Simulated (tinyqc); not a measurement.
## Threshold of a short bulk MOSFET: charge sharing, barrier lowering, narrow width: threshold roll-off against channel length

n-channel device on a p-type body, depletion approximation, full ionisation. Uniform doping N = Na. Vbi from Boltzmann statistics is rough for the degenerate source. Cox = eps0 eox/tox.

ni = sqrt(Nc Nv) exp(-Eg/(2 Vt)), Eg in volts; 2 pB = 2 Vt ln(N/ni); flat band Vfb - Vt ln(N/Na); Wd = sqrt(2 eps0 eps_r (2 pB - Vbs)/(q N)); body term q N Wd/Cox; long-channel VT0 = flat band + 2 pB + body term; Vbi = Vt ln(N Nsd/ni^2); scale length l = sqrt((eps_r/eox) tox Wd). Charge sharing (trapezoid; it ignores Vds): F = (xj/L)(sqrt(1 + 2 Wd/xj) - 1), lowering = body term times F. Barrier lowering: th = exp(-L/(2 l)) + 2 exp(-L/l), lowering = th [2 (Vbi - 2 pB) + Vds], DIBL = th. Narrow width: rise = body term times xw Wd/W. VT by each model = VT0 - lowering + rise. DIBL under 0.001 mV/V is printed as 0.

Parameters, values chosen for the exercise; band and dielectric values close to those of silicon:
- T = 400 K (temperature)
- Eg = 1.14 eV (band gap)
- eps_r = 11.5 (relative permittivity)
- Nc = 4.22e19 cm^-3 (conduction-band density of states at T)
- Nv = 4.03e19 cm^-3 (valence-band density of states at T)
- eox = 7.32 (relative permittivity of the gate insulator (close to silicon nitride))
- tox = 3 nm (insulator thickness)
- Na = 1.1e18 cm^-3 (channel doping)
- Nsd = 1e20 cm^-3 (source and drain doping)
- Vfb = -0.76 V (flat-band voltage for the doping Na)
- xj = 38 nm (junction depth)
- Vbs = -1 V (body-source voltage)
- Vds = 0.5 V (drain-source voltage)
- W = 330 nm (gate width)
- xw = 1.5708 (shape factor of the fringing depletion at the width edges)

Constants: q = 1.602176634e-19 C, kB = 1.380649e-23 J/K, Vt = kB T/q, eps0 = 8.8541878128e-14 F/cm where lengths are in cm. Results are converted to the units shown.

The same in every row: N (cm^-3) = 1.1000e18; VT0 (V) = 0.51140.

Results:
```
L (nm)	L/l	F	DIBL (mV/V)	VT, charge sharing (V)	VT, barrier lowering (V)
47	3.1668	0.69534	289.55	0.33112	0.36142
98	6.6032	0.33348	39.536	0.46908	0.56415
140	9.4331	0.23344	9.1059	0.50722	0.58883
200	13.476	0.16341	1.1879	0.53392	0.59525
300	20.214	0.10894	0.040799	0.55468	0.59618
430	28.973	0.076002	0	0.56724	0.59621
620	41.775	0.052711	0	0.57612	0.59621
890	59.968	0.036720	0	0.58221	0.59621
```

Estimate the missing row, L = 68 nm.

Computed row:
```
L (nm)	L/l	F	DIBL (mV/V)	VT, charge sharing (V)	VT, barrier lowering (V)
68	4.5818	0.48060	121.65	0.41299	0.49757
```

With this row back in the table: VT by barrier lowering rises from 0.361 to 0.596 V and VT by charge sharing rises from 0.331 to 0.582 V. DIBL is under 100 mV/V from L = 98 nm on among the rows (th = 0.1 at L/l = 4.92). For L = 47 F exceeds 0.5: the shares of source and drain overlap, and the trapezoid formula no longer holds. For L = 47 DIBL exceeds 250 mV/V, where the barrier formula is rough.

Program tinyqc, `OMP_NUM_THREADS=1 python tinyqc.py 2002131 2002132 out.jsonl`; Intel Xeon 2.30GHz, shared host, one thread, about 0.01 s.
